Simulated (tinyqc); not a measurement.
# Worked calculation: vertical double-diffused power MOSFET, components of the on-resistance

Computed by the program tinyqc: `OMP_NUM_THREADS=1 python tinyqc.py 2230070 2230071 out.jsonl`, one thread of a shared Intel Xeon 2.30GHz, about 0.01 s for the whole run. Printed values are rounded.

Stripe cells of pitch Wp + a, two channels a cell. Current flows through the channels, spreads in the accumulation layer, passes the gap between the p bodies and spreads at 45 degrees into the drift layer below them. Low drain voltage, full ionisation.

Values chosen for this exercise; bulk values close to those of 4H silicon carbide: temperature T = 450 K; relative permittivity eps_r = 9.82; critical-field constant Kc = 22800 V/cm per (cm^-3)^(1/8); rated breakdown voltage of the drift layer BV = 900 V; drift mobility at 300 K mud = 797 cm^2/(V s); temperature exponent of the drift mobility bt = 2.2; gate oxide thickness (eps_r 3.9) tox = 44 nm; gate overdrive Vov = 13 V; channel mobility mch = 26 cm^2/(V s); accumulation-layer mobility mac = 56 cm^2/(V s); channel length Lc = 0.9 um; width of the p body in one cell, channels included Wp = 5.8 um; gap between neighbouring p bodies a = 4.7 um; depth of the p body xp = 1.3 um; doping of the gap over the drift doping Nj = 3; built-in voltage of the body junction Vbi = 2.79 V; substrate and contact resistance Rs = 0.11 mohm cm^2.

Constants: q = 1.602176634e-19 C, eps0 = 8.8541878128e-14 F/cm where lengths are in cm. Results are converted to the units shown.

## Drift layer

Triangular field at breakdown with Ec = Kc N^(1/8): BV = eps0 eps_r Ec^2/(2 q N), so N = (eps0 eps_r Kc^2/(2 q BV))^(4/3); W = 2 BV/Ec; mu = mud (T/300 K)^(-bt); rho = 1/(q mu N); ideal resistance rho W.

N = 1.820522e16 cm^-3
Ec = 2.457307 MV/cm
W = 7.325093 um
mu = 326.6311 cm^2/(V s)
rho = 1.049630 ohm cm
ideal resistance = 0.7688634 mohm cm^2

## Components of the on-resistance

Pitch p = Wp + a, Cox = 3.9 eps0/tox; zero-bias depletion in the gap w0 = sqrt(2 eps0 eps_r Vbi/(q N Nj)), open gap g = a - 2 w0; R_ch = Lc p/(2 mch Cox Vov); R_acc = 0.6 a p/(4 mac Cox Vov), 0.6 being an empirical factor for current leaving the layer along its length; R_gap = (rho/Nj) xp p/g; spreading depth t = min(W, (p - g)/2); R_drift = (rho p/2) ln((g + 2 t)/g) + rho (W - t); R_on = the sum with Rs.

w0 = 0.2354688 um
g = 4.229062 um
components (mohm cm^2): channel 1.781248, accumulation 1.295646, gap 0.1129284, drift 0.9408824, substrate 0.11
R_on = 4.240705 mohm cm^2
shares (%): channel 42.00359, accumulation 30.55261, gap 2.66296, drift 22.18693, substrate 2.59391

The channel term is the largest. R_on is 5.52 times the ideal drift resistance, and spreading raises the drift term to 1.22 times it.
